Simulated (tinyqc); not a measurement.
Inside a calculation. Method: plane-wave Kohn-Sham cycle with exchange-only LDA in a layered model solid. Computed by tinyqc, a small Python program that keeps every step. Settings: points = 16, plane-wave index or count = 3, electrons = 2, k points = 4, area = 15.0, mixing = 0.5, iteration cap = 73. Command: `OMP_NUM_THREADS=1 python tinyqc.py 31437 31438 out.jsonl` (the two numbers bound the seeds that draw the settings). One thread of a shared host (Intel(R) Xeon(R) Processor @ 2.60GHz), about 0.01 s of CPU time with the checks. Later iterations appear only in the table of the cycle.

## Iteration 1: potential

A solid whose potential varies along x alone (atomic units):
```
parameter                      value
period a                    5.900000
cross-section of the cell  15.000000
electrons per cell                 2
grid points                       16
plane waves -n..n, n               3
k points                           4
V1 in V1 cos(2 pi x/a)     -0.190000
```

density at the start, on the grid x_j = j a/N (e/bohr^3): [0.02259887, 0.02259887, 0.02259887, 0.02259887, 0.02259887, 0.02259887, 0.02259887, 0.02259887, 0.02259887, 0.02259887, 0.02259887, 0.02259887, 0.02259887, 0.02259887, 0.02259887, 0.02259887]

V_H(G) = 4 pi rho(G)/G^2 for G != 0 (uniform background); v_x = -(3 rho/pi)^(1/3); V = V_ext + V_H + v_x; Fourier components f(G_m) = (1/N) sum_j f(x_j) exp(-i G_m x_j).

Potentials on the grid (hartree):
```
x             V_ext       V_H        v_x          V
0.000000  -0.190000  0.000000  -0.278411  -0.468411
0.368750  -0.175537  0.000000  -0.278411  -0.453948
0.737500  -0.134350  0.000000  -0.278411  -0.412761
1.106250  -0.072710  0.000000  -0.278411  -0.351121
1.475000          0  0.000000  -0.278411  -0.278411
1.843750   0.072710  0.000000  -0.278411  -0.205701
2.212500   0.134350  0.000000  -0.278411  -0.144060
2.581250   0.175537  0.000000  -0.278411  -0.102874
2.950000   0.190000  0.000000  -0.278411  -0.088411
3.318750   0.175537  0.000000  -0.278411  -0.102874
3.687500   0.134350  0.000000  -0.278411  -0.144060
4.056250   0.072710  0.000000  -0.278411  -0.205701
4.425000          0  0.000000  -0.278411  -0.278411
4.793750  -0.072710  0.000000  -0.278411  -0.351121
5.162500  -0.134350  0.000000  -0.278411  -0.412761
5.531250  -0.175537  0.000000  -0.278411  -0.453948
```

V(G_m), m = 0, 1, 2, ... (hartree): [-0.278411, -0.095000, 0.000000, 0.000000, 0.000000, 0.000000, 0.000000]

## Iteration 1: Hamiltonian at one k

k = 0.125000 2 pi / a

H(m,m') = (k + G_m)^2/2 delta + V(G_m - G_m'), with V(-G) = V(G).

H (hartree), order -3, -2, -1, +0, +1, +2, +3:
$$\begin{pmatrix}
4.408659 & -0.095000 & 0.000000 & 0.000000 & 0.000000 & 0.000000 & 0.000000 \\
-0.095000 & 1.715144 & -0.095000 & 0.000000 & 0.000000 & 0.000000 & 0.000000 \\
0.000000 & -0.095000 & 0.155741 & -0.095000 & 0.000000 & 0.000000 & 0.000000 \\
0.000000 & 0.000000 & -0.095000 & -0.269551 & -0.095000 & 0.000000 & 0.000000 \\
0.000000 & 0.000000 & 0.000000 & -0.095000 & 0.439269 & -0.095000 & 0.000000 \\
0.000000 & 0.000000 & 0.000000 & 0.000000 & -0.095000 & 2.282200 & -0.095000 \\
0.000000 & 0.000000 & 0.000000 & 0.000000 & 0.000000 & -0.095000 & 5.259243
\end{pmatrix}$$

## Iteration 1: levels at that k

Diagonalise the Hermitian matrix.

eigenvalues (hartree): [-0.301712, 0.168998, 0.447485, 1.717586, 2.284068, 4.412008, 5.262273]

## Iteration 1: new density

Motion across x is left out: the lowest 1 band(s) hold two electrons at each of the k points (j + 1/2)/nk - 1/2. Residual R = rho(out) - rho(in); rho(new) = rho(in) + 0.5 R. rho(out) = 2/(a A nk) sum |psi|^2 with psi = sum c exp(i G x). Harris energy E = band energy - dV sum rho (V_H/2 + v_x) + (3/4) dV sum rho v_x with rho(in), dV = a A/N, band energy = (2/nk) sum of the filled levels.

rho(out) (e/bohr^3): [0.04321273, 0.04105405, 0.03531019, 0.02775242, 0.02027091, 0.01414585, 0.00987731, 0.00744315, 0.00666140, 0.00744315, 0.00987731, 0.01414585, 0.02027091, 0.02775242, 0.03531019, 0.04105405]

density after iteration 1 (e/bohr^3): [0.03290580, 0.03182646, 0.02895453, 0.02517564, 0.02143489, 0.01837236, 0.01623809, 0.01502101, 0.01463013, 0.01502101, 0.01623809, 0.01837236, 0.02143489, 0.02517564, 0.02895453, 0.03182646]

energy per cell = -0.41695857 hartree

## Iteration 2: potential

As before.

Potentials on the grid (hartree):
```
x             V_ext        V_H        v_x          V
0.000000  -0.190000   0.103765  -0.315560  -0.401795
0.368750  -0.175537   0.095116  -0.312071  -0.392492
0.737500  -0.134350   0.070958  -0.302387  -0.365779
1.106250  -0.072710   0.036070  -0.288614  -0.325254
1.475000          0  -0.003230  -0.273546  -0.276776
1.843750   0.072710  -0.040639  -0.259844  -0.227773
2.212500   0.134350  -0.070961  -0.249365  -0.185976
2.581250   0.175537  -0.090546  -0.242972  -0.157981
2.950000   0.190000  -0.097299  -0.240846  -0.148145
3.318750   0.175537  -0.090546  -0.242972  -0.157981
3.687500   0.134350  -0.070961  -0.249365  -0.185976
4.056250   0.072710  -0.040639  -0.259844  -0.227773
4.425000          0  -0.003230  -0.273546  -0.276776
4.793750  -0.072710   0.036070  -0.288614  -0.325254
5.162500  -0.134350   0.070958  -0.302387  -0.365779
5.531250  -0.175537   0.095116  -0.312071  -0.392492
```

V(G_m), m = 0, 1, 2, ... (hartree): [-0.275875, -0.063491, 0.000452, 0.000079, 0.000001, 0.000000, 0.000000]

## Iteration 2: Hamiltonian at one k

k = 0.125000 2 pi / a

As before.

H (hartree), order -3, -2, -1, +0, +1, +2, +3:
$$\begin{pmatrix}
4.411195 & -0.063491 & 0.000452 & 0.000079 & 0.000001 & 0.000000 & 0.000000 \\
-0.063491 & 1.717680 & -0.063491 & 0.000452 & 0.000079 & 0.000001 & 0.000000 \\
0.000452 & -0.063491 & 0.158277 & -0.063491 & 0.000452 & 0.000079 & 0.000001 \\
0.000079 & 0.000452 & -0.063491 & -0.267015 & -0.063491 & 0.000452 & 0.000079 \\
0.000001 & 0.000079 & 0.000452 & -0.063491 & 0.441805 & -0.063491 & 0.000452 \\
0.000000 & 0.000001 & 0.000079 & 0.000452 & -0.063491 & 2.284736 & -0.063491 \\
0.000000 & 0.000000 & 0.000001 & 0.000079 & 0.000452 & -0.063491 & 5.261778
\end{pmatrix}$$

## Iteration 2: levels at that k

As before.

eigenvalues (hartree): [-0.281783, 0.164676, 0.445399, 1.718770, 2.285570, 4.412691, 5.263132]

## Iteration 2: new density

As before.

rho(out) (e/bohr^3): [0.03782575, 0.03637375, 0.03242818, 0.02702410, 0.02137066, 0.01643554, 0.01276794, 0.01056209, 0.00983166, 0.01056209, 0.01276794, 0.01643554, 0.02137066, 0.02702410, 0.03242818, 0.03637375]

density after iteration 2 (e/bohr^3): [0.03536577, 0.03410011, 0.03069135, 0.02609987, 0.02140278, 0.01740395, 0.01450302, 0.01279155, 0.01223090, 0.01279155, 0.01450302, 0.01740395, 0.02140278, 0.02609987, 0.03069135, 0.03410011]

energy per cell = -0.38447637 hartree

## Convergence

Stop when sqrt(dV sum R^2) is below 1e-8, dV = a A/N.

Course of the cycle:
```
iteration  E (hartree)  norm of the residual
1          -0.41695857              1.22e-01
2          -0.38447637              3.25e-02
3          -0.38231983              7.41e-03
4          -0.38222610              2.04e-03
5          -0.38222348              8.41e-04
6          -0.38222373              4.20e-04
7          -0.38222383              2.17e-04
8          -0.38222386              1.12e-04
9          -0.38222387              5.79e-05
10         -0.38222387              2.99e-05
11         -0.38222387              1.54e-05
12         -0.38222387              7.96e-06
13         -0.38222387              4.10e-06
14         -0.38222387              2.12e-06
15         -0.38222387              1.09e-06
16         -0.38222387              5.64e-07
17         -0.38222387              2.91e-07
18         -0.38222387              1.50e-07
19         -0.38222387              7.74e-08
20         -0.38222387              4.00e-08
21         -0.38222387              2.06e-08
22         -0.38222387              1.06e-08
23         -0.38222387              5.49e-09
```

Converged in 23 iterations. Before convergence this energy mixes input and output and is not variational, so it may rise towards its limit.
